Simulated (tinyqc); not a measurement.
Plane-wave Kohn-Sham cycle with exchange-only LDA in a layered model solid, step by step. One step of it, computed by the program tinyqc.

Task: Iteration 1: potential. V_H(G) = 4 pi rho(G)/G^2 for G != 0 (uniform background); v_x = -(3 rho/pi)^(1/3); V = V_ext + V_H + v_x; Fourier components f(G_m) = (1/N) sum_j f(x_j) exp(-i G_m x_j).

A solid whose potential varies along x alone (atomic units):
```
parameter,value
period a,7.800000
cross-section of the cell,17.000000
electrons per cell,4
grid points,16
"plane waves -n..n, n",2
k points,3
V1 in V1 cos(2 pi x/a),-0.690000
```

density at the start, on the grid x_j = j a/N (e/bohr^3): 0.03016591  0.03016591  0.03016591  0.03016591  0.03016591  0.03016591  0.03016591  0.03016591  0.03016591  0.03016591  0.03016591  0.03016591  0.03016591  0.03016591  0.03016591  0.03016591

Give: Potentials on the grid; V(G_m), m = 0, 1, 2, ....

Result:

Potentials on the grid (hartree):
```
x,V_ext,V_H,v_x,V
0.0000,-0.6900,0.0000,-0.3065,-0.9965
0.4875,-0.6375,0.0000,-0.3065,-0.9440
0.9750,-0.4879,0.0000,-0.3065,-0.7944
1.4625,-0.2641,0.0000,-0.3065,-0.5706
1.9500,0,0.0000,-0.3065,-0.3065
2.4375,0.2641,0.0000,-0.3065,-0.0425
2.9250,0.4879,0.0000,-0.3065,0.1814
3.4125,0.6375,0.0000,-0.3065,0.3309
3.9000,0.6900,0.0000,-0.3065,0.3835
4.3875,0.6375,0.0000,-0.3065,0.3309
4.8750,0.4879,0.0000,-0.3065,0.1814
5.3625,0.2641,0.0000,-0.3065,-0.0425
5.8500,0,0.0000,-0.3065,-0.3065
6.3375,-0.2641,0.0000,-0.3065,-0.5706
6.8250,-0.4879,0.0000,-0.3065,-0.7944
7.3125,-0.6375,0.0000,-0.3065,-0.9440
```

V(G_m), m = 0, 1, 2, ... (hartree): -0.3065  -0.3450  0.0000  0.0000  0.0000
